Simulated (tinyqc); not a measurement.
Order against temperature: mean-field antiferromagnet of the Hubbard model on the square lattice.

e(k) = -2 t (cx + cy) - 4 t2 cx cy, ci = cos ki; one electron a site; Q = (pi, pi). <n_up - n_dn> = m cos(Q.R) gives Delta = U m/2 and bands E = e+ -/+ sqrt(e-^2 + Delta^2), e+- = (e(k) +- e(k + Q))/2 (the constant U/2 is dropped). Means run over the mesh k_i = 2 pi (j + 1/2)/N of the whole zone: mu from mean(f(E-) + f(E+)) = 1; m(out) = mean of Delta (f(E-) - f(E+))/sqrt(e-^2 + Delta^2); free energy per site F = -kT mean[ln(1 + exp(-(E- - mu)/kT)) + ln(1 + exp(-(E+ - mu)/kT))] + mu + U m^2/4. Order at T > 0 in two dimensions is an artefact of mean field.

Constants: kB = 8.617333262e-05 eV/K.

Values chosen for the exercise:

| symbol | value | unit | meaning |
|---|---|---|---|
| t | 0.7 | eV | nearest hopping |
| t2 | 0 | eV | second hopping |
| U | 3.28 | eV | on-site repulsion |

Mesh N = 48, start m = 0.9, at most 400 steps; Delta(50 K) = 1.2303 eV.

Results:

| T (K) | kT/Delta(50 K) | m | Delta (eV) |
|---|---|---|---|
| 710 | 0.050 | 0.750 | 1.2303 |
| 2140 | 0.150 | 0.749 | 1.2284 |
| 3570 | 0.250 | 0.727 | 1.1925 |
| 5000 | 0.350 | 0.652 | 1.0688 |
| 6000 | 0.420 | 0.546 | 0.8961 |
| 6850 | 0.480 | 0.392 | 0.6435 |
| 7710 | 0.540 | 0.002 | 0.0028 |
| 8570 | 0.600 | 0.000 | 0.0000 |
| 9990 | 0.700 | 0.000 | 0.0000 |

The moment is below 0.02 from 7710 K on (kT/Delta = 0.54); close to the transition 400 steps may not suffice, so a small m in the row before can be unconverged. Weak-coupling theory puts the transition at 0.567 and the atomic limit at 0.5. In two dimensions fluctuations forbid long-range order at any finite T, which mean field misses.

tinyqc: `OMP_NUM_THREADS=1 python tinyqc.py 1650653 1650654 out.jsonl`; about 0.2 s, one thread, shared Intel(R) Xeon(R) Processor @ 2.30GHz.
